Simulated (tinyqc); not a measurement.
Hydrogen passivation of interface dangling bonds: competing passivation and dissociation with distributed barriers: one step, computed by the program tinyqc. Command: `OMP_NUM_THREADS=1 python tinyqc.py 3029699 3029700 out.jsonl passiv walk`. One thread of a shared host (Intel(R) Xeon(R) Processor @ 2.30GHz), about 0.02 s of CPU time with the checks.

P_b + H2 gives P_bH + H at the rate k_f [H2]; P_bH gives P_b + H at the rate k_d. All defects start unpassivated. E_f and E_d are Gaussian and independent.

Problem. Single barriers. [H2] = solubility factor x p; a = k_f0 [H2] exp(-E_f/(k_B T)), d = k_d0 exp(-E_d/(k_B T)). For one pair of barriers the active share is y = [d + a exp(-(a + d) t)]/(a + d). Temperatures in kelvin are T(C) + 273.15.

Inputs (values chosen for the exercise, close to those used for P_b centres at the silicon-oxide interface):
```
quantity                                      value          unit
passivation prefactor k_f0                  8.7e-08        cm^3/s
mean passivation barrier E_f                   1.47            eV
spread sigma_f                                0.051            eV
dissociation prefactor k_d0                 7.9e+12           1/s
mean dissociation barrier E_d                  2.61            eV
spread sigma_d                                 0.12            eV
H2 in the oxide per atm, solubility factor  1.7e+18  1/(cm^3 atm)
hydrogen pressure p                            0.03           atm
anneal temperature T                            525             C
anneal time t                                    83             s
```

Constants: k_B = 8.617333262e-05 eV/K.

Give: passivation rate a; dissociation rate d; a t; steady active share d/(a + d); active share, single barriers.

Solution.

passivation rate a = 2.3176 1/s

dissociation rate d = 2.6136e-04 1/s

a t = 192.36

steady active share d/(a + d) = 1.1276e-04

active share, single barriers = 1.1276e-04

Passivation has run its course, and the balance with dissociation sets the remainder. Caution: single-barrier shares below about 1e-3 are formal; measured passivation levels off well above them.
